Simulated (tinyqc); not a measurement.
## Bulk resistivity and mean free path from two films

Inverse problem. In the thick-film limit single-crystal films obey rho = rho0 (1 + 3 (1 - ps) lam/(8 d)). Find rho0, lam and the product rho0 lam.

Parameters, values chosen for the exercise: specular share of surface scattering ps = 0.4.

rho at d = 38 and 82 nm (uohm cm): 5.6898000  5.4377122

Solution. rho is a straight line in 1/d: the intercept is rho0 and the slope (3/8)(1 - ps) rho0 lam. Without ps only the product (1 - ps) lam could be found.

rho0 = 5.22 uohm cm
lam = 15.2 nm
rho0 lam = 79.3 uohm cm nm

Computed by the program tinyqc: `OMP_NUM_THREADS=1 python tinyqc.py 2100159 2100160 out.jsonl`, one thread of a shared Intel Xeon 2.30GHz, about 0.01 s for the whole run.
